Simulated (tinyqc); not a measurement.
# Phonon transmission through an interface between two chains by Green functions, step by step

A worked calculation. Computed by tinyqc, a small Python program that keeps every step. Command: `OMP_NUM_THREADS=1 python tinyqc.py 3003710 3003711 out.jsonl agf walk`. One thread of a shared host (Intel(R) Xeon(R) Processor @ 2.30GHz), about 0.01 s of CPU time with the checks. Intermediate numbers are printed to about 6 digits and carried at full precision; extremes and crossings named in words are read from the listed rows.

Two semi-infinite chains (masses m_1, m_2; springs k_1, k_2), motion along the chain. The central region holds the end atom of each chain, joined by springs k_b. lambda = omega^2 in eV/(angstrom^2 u); nu = 15.6333042 THz x sqrt(lambda).

Inputs (values chosen for the exercise, for two model chains):
```
quantity                          value           unit
mass m_1                           37.4              u
spring k_1                         9.66  eV/angstrom^2
mass m_2                           25.8              u
spring k_2                         5.22  eV/angstrom^2
junction spring k_b                4.09  eV/angstrom^2
probe frequency / lower band top   0.22              -
temperature T                        20              K
```

Atoms in the interlayer: none.

Constants: nu for 1 eV/(angstrom^2 u) = 15.6333042 THz; h x 1 THz = 4.135667696 meV; k_B = 8.617333262e-05 eV/K; k_B = 1.380649e-23 J/K; h = 6.62607015e-34 J s.

## Band tops and impedances

nu_max = 15.6333042 THz x 2 sqrt(k/m); impedance Z = sqrt(k m); long-wave transmission 4 Z_1 Z_2/(Z_1 + Z_2)^2; the probe frequency is the given share of the lower band top.

band top of chain 1 = 15.8904 THz

band top of chain 2 = 14.0639 THz

Z_1 = 19.0075 sqrt(eV u)/angstrom

Z_2 = 11.6050 sqrt(eV u)/angstrom

long-wave transmission = 0.941527

probe frequency = 3.09406 THz

## Self-energies and the matrix at the probe frequency

In chain i, sin(q_i a/2) = nu/nu_max,i. An outgoing wave makes the next atom move as exp(i q_i a) times the end atom, so the lead adds the self-energy Sigma_i = -k_i exp(i q_i a) to the force-constant matrix; Gamma_i = -2 Im Sigma_i = 2 k_i sin(q_i a). A = lambda M - K - Sigma over the central atoms, with K_ii the sum of the springs at i, K_(i,i+1) = -k_b; G = inverse of A; transmission = Gamma_1 Gamma_2 |G_(first,last)|^2.

q_1 a = 0.391930 rad

q_2 a = 0.443629 rad

Gamma_1 = 7.37971 eV/angstrom^2

Gamma_2 = 4.48106 eV/angstrom^2

A (complex symmetric) (eV/angstrom^2):
```
                   end of 1           end of 2
end of 1  -3.35752+3.68986i            4.09000
end of 2            4.09000  -3.58470+2.24053i
```

## Transmission at the probe frequency

The formulas are those given above.

G_(first,last) = 0.088563-0.141798i angstrom^2/eV

transmission = 0.924277

It is below the long-wave value 0.942.

## Thermal conductance

Landauer conductance G = k_B int tau(nu) x^2 e^x/(e^x - 1)^2 d nu, x = h nu/(k_B T), from 0 to the lower band top (240 Gauss-Legendre points in s from 0 to 1, nu = nu_top sin(pi s/2)); tau is the transmission, and its thermal mean is G over the value for tau = 1 in the same window; the quantum is g_0 = pi^2 k_B^2 T/(3 h).

conductance G = 17.7756 pW/K

thermal mean of the transmission = 0.939087

G/g_0 = 0.939087

## Transmission spectrum against simple models

Long-wave value 4 Z_1 Z_2/(Z_1 + Z_2)^2. Continuum estimate, with omega = sqrt(lambda): a massless extra compliance c = 1/k_b - 1/(2 k_1) - 1/(2 k_2), tau = long-wave value/[1 + (omega c Z_1 Z_2/(Z_1 + Z_2))^2].

Transmission:
```
nu/nu_top  nu (THz)  Green function  long-wave value  continuum estimate
0.05         0.7032        0.940658         0.941527            0.940598
0.15         2.1096        0.933620         0.941527            0.933233
0.25         3.5160        0.919079         0.941527            0.918844
0.35         4.9224        0.896026         0.941527            0.898073
0.45         6.3288        0.862712         0.941527            0.871797
0.55         7.7352        0.816270         0.941527            0.841037
0.65         9.1415        0.751957         0.941527            0.806875
0.75        10.5479        0.661495         0.941527            0.770368
0.85        11.9543        0.528640         0.941527            0.732491
0.92        12.9388        0.390133         0.941527            0.705626
0.98        13.7826        0.195556         0.941527            0.682591
```

The transmission starts at the impedance value 0.942 and vanishes at the lower band top, 14.06 THz, above which chain 2 has no states. It first falls below half of that value at nu/nu_top = 0.92. The continuum estimate is within 0.05 up to nu/nu_top = 0.55; it leaves out dispersion.

## Conductance against temperature

The formulas are those given above.

Conductance:
```
T (K)  G (pW/K)  mean transmission     G/g_0  G for transmission 1 (pW/K)
1      0.891085           0.941521  0.941521                     0.946431
5       4.45474           0.941376  0.941376                      4.73216
20      17.7756           0.939087  0.939087                      18.9286
50      43.7706           0.925043  0.924962                      47.3174
100     80.9969           0.874851  0.855814                      92.5836
200     119.694           0.805650  0.632342                      148.568
400     139.102           0.772663  0.367438                      180.029
800     145.239           0.762755  0.191825                      190.414
```

At 1 K G/g_0 = 0.942; as T goes to 0 it tends to the long-wave transmission, where only the impedances count. Towards high T all modes count more and more alike; at 800 K G is 145 pW/K and the mean transmission is 0.763, which is at least 0.7 of the low-T value.

Checks made by the program: low-frequency limit against the impedance formula (relative difference 4e-09); unitarity: Gamma_1 |G_11|^2 + Gamma_2 |G_1N|^2 = -2 Im G_11 (relative difference below 1e-10); conductance against a 1500-point midpoint sum (relative difference below 1e-10).
